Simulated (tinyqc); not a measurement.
Precursor delivery by bubblers, mass-transport growth and the solid composition of a III-V alloy: one step, computed by the program tinyqc.

1 sccm = 44.615 micromol/min; 1 torr = 133.322 Pa. The sources decompose fully at the surface.

Task: Partial pressures in the reactor. p_i = p n_i/(44615 F_t), F_t in slm; p_V = p F_V/(1000 F_t), counted per molecule supplied; V/III = 44.615 F_V/(n1 + n2); vapour fraction of source 2 = n2/(n1 + n2).

Inputs (values chosen for the exercise, modelled on triethylgallium (source 1) and trimethylindium (source 2) for the vapour pressures):
```
quantity,value,unit
bath temperature T1,298,K
bath temperature T2,297,K
total flow F_t,14,slm
group-V flow F_V,210,sccm
reactor pressure p,200,torr
```

molar flow 1 = 107.7806 micromol/min

molar flow 2 = 55.75113 micromol/min

Give: p_1; p_2; p_V; V/III ratio; vapour fraction of source 2.

Result:

p_1 = 0.034511 torr

p_2 = 0.017852 torr

p_V = 3 torr

V/III ratio = 57.293

vapour fraction of source 2 = 0.34092
